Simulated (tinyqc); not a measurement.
Hole mobility in a silicon inversion layer, empirical terms and Matthiessen rule: two steps of the calculation.

Inversion layer of sheet density Ns on a uniformly doped body, under a high-permittivity gate with an interlayer. The mobility terms are empirical power laws with prefactors chosen for the exercise; adding their inverses (Matthiessen) is itself an approximation.

Inputs (values chosen for the exercise); material values close to those of silicon:
```
symbol,value,unit,meaning
T,300,K,temperature
eps_r,11.7,,relative permittivity of the semiconductor
Nb,7.4e17,cm^-3,body doping
eta,0.3333,,weight of the inversion charge in the effective field
Ap,141,cm^2/(V s),phonon-limited mobility at 1 MV/cm and 300 K
As,270,cm^2/(V s),roughness-limited mobility at 1 MV/cm
gs,1.3,,exponent of the roughness term
Ac,1800,cm^2/(V s),Coulomb prefactor
Nit,2.5e10,cm^-2,charge at the interface
Ar,260,cm^2/(V s),remote-phonon mobility without interlayer
ti,0.8,nm,interlayer thickness
lr,0.7,nm,decay length of remote phonons
Ns,7.8e11,cm^-2,inversion density
WL,5,,ratio W/L
Vd,0.01,V,drain voltage
I,0.482,uA,measured linear current
```

Constants: q = 1.602176634e-19 C, eps0 = 8.8541878128e-14 F/cm where lengths are in cm. Results are converted to the units shown.

Task 1. Mobility terms and their sum. With t = T/(300 K): muC = Ac (Ns/1e12 cm^-2) t/(Nb/1e17 cm^-3 + Nit/1e11 cm^-2), muP = Ap E^(-1/3) t^(-1.75), muS = As E^(-gs), muR = Ar exp(2 ti/lr)/t; 1/mu is the sum of the inverses.

E = 0.49994095 MV/cm

Find: terms; mu; shares of 1/mu.

Result 1.

terms (cm^2/(V s)): Coulomb 183.5, phonon 177.7, roughness 664.9, remote phonon 2557
mu = 77.09 cm^2/(V s)
shares of 1/mu (%): Coulomb 42.00, phonon 43.39, roughness 11.59, remote phonon 3.015

The phonon term limits most.

Task 2. Inversion density for the measured current. I = (W/L) q Ns mu Vd. E = q (Ndep + eta Ns)/(eps0 eps_r) in MV/cm. Ns(new) = I/((W/L) q mu Vd).

Ns at the start = 3.9e11 cm^-2
Ndep = 2.9725586e12 cm^-2

Find: E; mu; Ns after iteration 1.

Result 2.

E = 0.4798 MV/cm
mu = 54.74 cm^2/(V s)
Ns after iteration 1 = 1.099e12 cm^-2

Program tinyqc, `OMP_NUM_THREADS=1 python tinyqc.py 2510017 2510018 out.jsonl`; Intel Xeon 2.30GHz, shared host, one thread, about 0.01 s.
